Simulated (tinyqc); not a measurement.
Thickness from two neighbouring fringes.

Question. At normal incidence a transparent film with an index between those of air and substrate, taken as constant, has reflectance minima at 2 n1 d = (m + 1/2) lam (small phase shifts at the substrate neglected). Find d and the order m of the shorter wavelength.

Parameters, values chosen for the exercise:

| symbol | value | unit | meaning |
|---|---|---|---|
| n1 | 1.291 |  | index of the transparent film |

wavelengths of two neighbouring reflectance minima (nm): [504, 563.29412]

Answer. Neighbouring orders differ by one: 2 n1 d (1/lam1 - 1/lam2) = 1.

d = 1.85e3 nm
m = 9

Numbers from tinyqc (`OMP_NUM_THREADS=1 python tinyqc.py 2870151 2870152 out.jsonl`; about 0.01 s on one thread of a shared Intel Xeon 2.30GHz).
